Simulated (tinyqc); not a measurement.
Abrupt p-n junction, non-linear Poisson equation by Newton steps: one step of the calculation.

One dimension, p side on the left, n side on the right; net doping C = -Na for x < 0 and +Nd for x > 0. The potential psi is counted from the intrinsic level, and the quasi-Fermi potentials are flat: 0 for holes and -V for electrons, so n = ni exp((psi + V)/Vt) and p = ni exp(-psi/Vt) (Boltzmann statistics, full ionisation, no current). Under reverse bias this makes the minority densities vanishingly small everywhere; they play no part in the charge.

Question. Intrinsic density, end potentials and Debye lengths. ni = sqrt(Nc Nv) exp(-Eg/(2 Vt)), Eg in volts; psi_p = -Vt ln(Na/ni), psi_n = Vt ln(Nd/ni) - V; Debye length sqrt(eps0 eps_r Vt/(q N)).

Parameters, values chosen for the exercise; band and dielectric values close to those of gallium arsenide:
```
symbol    value   unit                                 meaning
T           300      K                             temperature
Eg         1.43     eV                                band gap
eps_r      12.7                          relative permittivity
Nc      4.31e17  cm^-3  conduction-band density of states at T
Nv      8.85e18  cm^-3     valence-band density of states at T
Na       5.3e16  cm^-3          acceptor density of the p side
Nd       2.5e15  cm^-3             donor density of the n side
V          -0.9      V   bias of the p side against the n side
```

Constants: q = 1.602176634e-19 C, kB = 1.380649e-23 J/K, Vt = kB T/q, eps0 = 8.8541878128e-14 F/cm where lengths are in cm. Results are converted to the units shown.

Find: ni; psi_p; psi_n; Debye length, p side; Debye length, n side.

Answer.

ni = 1.902e6 cm^-3
psi_p = -0.6218 V
psi_n = 1.443 V
Debye length, p side = 18.50 nm
Debye length, n side = 85.19 nm

Computed by the program tinyqc: `OMP_NUM_THREADS=1 python tinyqc.py 2000040 2000041 out.jsonl`, one thread of a shared Intel Xeon 2.30GHz, about 0.02 s for the whole run.
